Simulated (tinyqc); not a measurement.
Which input was changed? Model: permeation of metal atoms or ions through a thin barrier or dielectric: time lag, field-aided drift and lifetime. Computed by tinyqc, a small Python program. Command: `OMP_NUM_THREADS=1 python tinyqc.py 3023947 3023948 out.jsonl barrier which`. One thread of a shared host (Intel(R) Xeon(R) Processor @ 2.30GHz), about 0.2 s of CPU time with the checks.

The film 0 < x < d is empty at first; C = C0 at x = 0 and C = 0 at x = d. dC/dt = D d2C/dx2.

Inputs (values chosen for the exercise, for a model case: neutral metal atoms through a barrier):
```
quantity                                   value    unit
thickness d                                  6.8      nm
prefactor D0                               2e-05  cm^2/s
activation energy E                         1.49      eV
concentration at the source side C0      5.3e+19  1/cm^3
charge number z                                0       -
voltage V (positive drives ions across)        0       V
critical dose Q_c                          5e+12  1/cm^2
test temperature T                           300       C
use temperature T_u                           70       C
```

Constants: k_B = 8.617333262e-05 eV/K.

Method:
- D = D0 exp(-E/(k_B T)); time scale d^2/D; Peclet number P = z V/(k_B T), k_B T in eV; 1 nm = 1e-7 cm.
- Temperatures in kelvin are T(C) + 273.15.
- Steady flux J = (D C0/d) P/(1 - exp(-P)); time lag in units of d^2/D: s_L = [P (1 + exp(-P))/(1 - exp(-P)) - 2]/P^2 (P = 0: J = D C0/d, s_L = 1/6).
- Dose through the film Q(s) = C0 d {f (s - s_L) - 2 exp(P/2) sum_(n=1..200) (-1)^n n^2 pi^2 exp(-l_n s)/l_n^2}, l_n = n^2 pi^2 + P^2/4, f = P/(1 - exp(-P)) the relative flux.
- Solve Q = Q_c for s. At the use temperature D and P take T_u, with the same C0 and V; 1 year = 3.15576e7 s.

Problem. One of these inputs alone was changed, within the range given: thickness d (3.4 to 13.6); prefactor D0 (1e-05 to 4e-05); activation energy E (0.745 to 2); concentration at the source side C0 (2.65e+19 to 1.06e+20). Which one, and to what value?

Results:
```
run     failure time at T_u (years)  failure time at T (s)  steady flux J (1/(cm^2 s))
before                      1648252                86007.5                1.233231e+08
after                       2168270               113142.5                1.025180e+08
```

Solution.

Each candidate set to reproduce failure time at T_u, and what it then gives:
```
candidate                                           range searched  value needed  failure time at T (s)  steady flux J (1/(cm^2 s))
thickness d (nm)                                       3.4 to 13.6         8.180             1.1314e+05                  1.0252e+08
prefactor D0 (cm^2/s)                               1e-05 to 4e-05      1.520e-5             1.1314e+05                  9.3746e+07
activation energy E (eV)                                0.745 to 2         1.498             1.0135e+05                  1.0465e+08
concentration at the source side C0 (1/cm^3)  2.65e+19 to 1.06e+20      3.269e19             1.1314e+05                  7.6065e+07
```

Only thickness d fits every result: it went from 6.8 to 8.18 nm. The next best candidate, prefactor D0, misses one result by 8.6 %.

Caution: grain boundaries, pinholes, trapping and space charge are left out; thin real barriers usually fail at defects.
